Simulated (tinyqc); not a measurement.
Worked calculation: quaternary alloy A(x)B(1-x)C(y)D(1-y) matched to a substrate. Values are carried at full precision from step to step, so a last printed digit may differ when a step is redone from the rounded ones.

Matching a(x,y) = a_s gives x = (a_s - y a_BC - (1 - y) a_BD)/(y (a_AC - a_BC) + (1 - y)(a_AD - a_BD)).
Constants: hc = 1239.841984 eV nm.

Values chosen for the exercise (AC, AD, BC, BD near GaAs, GaP, InAs and InP; substrate near InP; the results hold for these values, not for the real material):
- a = (5.655, 5.456, 6.056, 5.864) angstrom (lattice constants of AC, AD, BC, BD)
- a_s = 5.864 angstrom (substrate)
- y = 0.82 (fraction of C)
- Eg = (1.502, 2.852, 0.416, 1.407) eV (gaps at Gamma of AC, AD, BC, BD)
- Cb = (0.469, 0.661, 0.196, 0.103) eV (bowing of ABC, ABD, ACD, BCD)
- dx = -0.019 (error of x in growth)

## The matched composition

Give numerator, denominator and x.

numerator = -0.15744 angstrom
denominator = -0.40226 angstrom
x = 0.3914

## The gap by rule 1

Q(x,y) = x y Q_AC + x (1 - y) Q_AD + (1 - x) y Q_BC + (1 - x)(1 - y) Q_BD for the lattice constant. Gap, rule 1: Q(x,y) - x (1 - x)[y C_ABC + (1 - y) C_ABD] - y (1 - y)[x C_ACD + (1 - x) C_BCD]. Rule 2 (mean of ternaries): {x (1 - x)[y T_ABC(x) + (1 - y) T_ABD(x)] + y (1 - y)[x T_ACD(y) + (1 - x) T_BCD(y)]}/{x (1 - x) + y (1 - y)}, T_ABC(x) = x E_AC + (1 - x) E_BC - C_ABC x (1 - x), T_ACD(y) = y E_AC + (1 - y) E_AD - C_ACD y (1 - y), and alike. Only the Gamma valley is followed.

Give the four weights, the bilinear part, the two bowing terms, the gap and hc/gap.

weights of AC, AD, BC, BD: 0.3209  0.0704  0.4991  0.1096

bilinear part = 1.0447 eV

bowing terms (eV): 0.1199  0.0206

gap = 0.9042 eV
wavelength = 1371 nm

## The gap by rule 2

Give the four ternary gaps and their weighted mean.

T_ABC, T_ABD, T_ACD, T_BCD (eV): 0.7293  1.8151  1.7161  0.5792

gap = 0.9628 eV

Rule 2 lies 59 meV above rule 1: it averages the two bowing terms where rule 1 adds them. Both agree on the ternary edges.

## An error in composition

Replace x by x + dx; mismatch (a_s - a)/a and change of the relaxed gap by rule 1.

a = 5.8716 angstrom
mismatch = -0.130 %
change of the gap = -19.3 meV

The layer would be under compression; the strain shift of the gap is not included.

## Checks

- Lattice constant at the matched composition against a_s (angstrom): both 5.8640.
- Rule 2 as a mean of ternaries against its form with averaged bowing (eV): both 0.9628.

Run: tinyqc, `OMP_NUM_THREADS=1 python tinyqc.py 1050756 1050757 out.jsonl`; Intel(R) Xeon(R) Processor @ 2.30GHz, one thread, shared host; about 0.01 s of CPU time with all checks.
